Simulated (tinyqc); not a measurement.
# Threshold of a short bulk MOSFET: charge sharing, barrier lowering, narrow width: effect of the junction depth

n-channel device on a p-type body, depletion approximation, full ionisation. Uniform doping N = Na. Vbi from Boltzmann statistics is rough for the degenerate source. Cox = eps0 eox/tox.

ni = sqrt(Nc Nv) exp(-Eg/(2 Vt)), Eg in volts; 2 pB = 2 Vt ln(N/ni); flat band Vfb - Vt ln(N/Na); Wd = sqrt(2 eps0 eps_r (2 pB - Vbs)/(q N)); body term q N Wd/Cox; long-channel VT0 = flat band + 2 pB + body term; Vbi = Vt ln(N Nsd/ni^2); scale length l = sqrt((eps_r/eox) tox Wd). Charge sharing (trapezoid; it ignores Vds): F = (xj/L)(sqrt(1 + 2 Wd/xj) - 1), lowering = body term times F. Barrier lowering: th = exp(-L/(2 l)) + 2 exp(-L/l), lowering = th [2 (Vbi - 2 pB) + Vds], DIBL = th. Narrow width: rise = body term times xw Wd/W. VT by each model = VT0 - lowering + rise. DIBL under 0.001 mV/V is printed as 0.

Inputs (values chosen for the exercise); band and dielectric values close to those of silicon:
```
symbol,value,unit,meaning
T,350,K,temperature
Eg,1.12,eV,band gap
eps_r,11.5,,relative permittivity
Nc,3.52e19,cm^-3,conduction-band density of states at T
Nv,3.38e19,cm^-3,valence-band density of states at T
eox,3.9,,relative permittivity of the gate insulator (close to silicon dioxide)
tox,1.5,nm,insulator thickness
Na,2.1e17,cm^-3,channel doping
Nsd,1e20,cm^-3,source and drain doping
Vfb,-0.95,V,flat-band voltage for the doping Na
Vbs,0,V,body-source voltage
Vds,0.05,V,drain-source voltage
W,280,nm,gate width
xw,0,,shape factor of the fringing depletion at the width edges
L,150,nm,channel length
```

Constants: q = 1.602176634e-19 C, kB = 1.380649e-23 J/K, Vt = kB T/q, eps0 = 8.8541878128e-14 F/cm where lengths are in cm. Results are converted to the units shown.

The same in every row: N (cm^-3) = 2.100e17; VT0 (V) = -0.03524; L/l = 8.518; DIBL (mV/V) = 14.54; VT, barrier lowering (V) = -0.04138.

Results:
```
xj (nm),F,"VT, charge sharing (V)"
5,0.1463,-0.05024
8.5,0.1804,-0.05373
24,0.2585,-0.06174
41,0.3013,-0.06613
70,0.3421,-0.07030
120,0.3781,-0.07399
200,0.4057,-0.07682
```

Estimate the missing row, xj = 14 nm.

Computed row:
```
xj (nm),F,"VT, charge sharing (V)"
14,0.2165,-0.05743
```

With this row back in the table: As xj goes from 5 to 200, VT0 stays at -0.0352 V, DIBL stays at 14.5 mV/V, F rises from 0.146 to 0.406 and VT by barrier lowering stays at -0.0414 V. The junction depth enters only the charge-sharing model.

Program tinyqc, `OMP_NUM_THREADS=1 python tinyqc.py 2002018 2002019 out.jsonl`; Intel Xeon 2.30GHz, shared host, one thread, about 0.01 s.
